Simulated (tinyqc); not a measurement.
Square on-chip spiral inductor, lumped pi model: one step of the calculation.

Outer diameter do = di + 2 n wd + 2 (n - 1) sp, mean da = (do + di)/2, fill p = (do - di)/(do + di), length l = 4 n da. L = 2.34 mu0 n^2 da/(1 + 2.75 p), mu0 = 4 pi 1e-7 H/m. Rs = rho l/(wd delta (1 - exp(-th/delta))), delta = sqrt(rho/(pi f mu0)). Cs = n wd^2 eps0 eo/hu across the coil. At each end Cox = l wd eps0 eo/(2 ho) leads to the substrate branch Rsi = 2 rs he/(l wd) in parallel with Csi = l wd eps0 11.7/(2 he). With one end grounded Y = 1/(Rs + i w L) + i w Cs + 1/[1/(i w Cox) + 1/(1/Rsi + i w Csi)], w = 2 pi f; Q = -Im Y/Re Y. Eddy currents in neighbouring turns and in the substrate are left out.

Problem. Admittance, quality factor and apparent inductance. Series branch 1/(Rs + i w L), substrate branch, total Y, Q = -Im Y/Re Y, apparent inductance Im(1/Y)/w, metal-only value w L/Rs, share of the loss in the substrate Re(substrate branch)/Re Y.

Values chosen for this exercise:
- f = 3 GHz (frequency)

L = 0.77612234 nH
Rs = 1.1488710 ohm
Cs = 8.7514160 fF
Cox = 27.212736 fF
Rsi = 108.89910 ohm
Csi = 9.5128425 fF

Find: series branch; substrate branch; Y; Q; apparent inductance; w L/Rs; share of the loss in the substrate.

Solution.

series branch = 5.335-67.936i mS
substrate branch = 0.02849+0.51080i mS
Y = 5.364-67.260i mS
Q = 12.540
apparent inductance = 0.78377 nH
w L/Rs = 12.734
share of the loss in the substrate = 0.53120 %

Q is 98.5 % of the metal-only value.

Program tinyqc, `OMP_NUM_THREADS=1 python tinyqc.py 2302009 2302010 out.jsonl`; Intel Xeon 2.30GHz, shared host, one thread, about 0.01 s.
